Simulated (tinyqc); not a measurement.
Gate work function from the charge.

Problem. For an undoped double gate, Q = 8 eps0 eps_r Vt beta tan(beta)/ts with 0 < beta < pi/2, and at the source (Vg - dphi)/(2 Vt) - ln[(2/ts) sqrt(2 eps0 eps_r Vt/(q ni))] = ln(beta) - ln(cos beta) + 2 r beta tan(beta), r = eps_r tox/(eox ts). Find beta and dphi.

Parameters, values chosen for the exercise; material values close to those of silicon: temperature T = 300 K; relative permittivity of the semiconductor eps_r = 11.6; relative permittivity of the gate insulator eox = 20.9; insulator thickness tox = 9.4 nm; body thickness ts = 25 nm; gate voltage Vg = 0.43 V.

Constants: q = 1.602176634e-19 C, kB = 1.380649e-23 J/K, Vt = kB T/q, eps0 = 8.8541878128e-14 F/cm where lengths are in cm. Results are converted to the units shown.

Qs = 0.067652987 nC/cm^2
ni = 7.2501663e9 cm^-3

Answer. beta tan(beta) rises from 0 without bound on the interval, so the charge fixes beta; the second relation is then explicit in dphi.

beta = 0.02821
dphi = 0.1700 V

Program tinyqc, `OMP_NUM_THREADS=1 python tinyqc.py 2440095 2440096 out.jsonl`; Intel Xeon 2.30GHz, shared host, one thread, about 0.01 s.
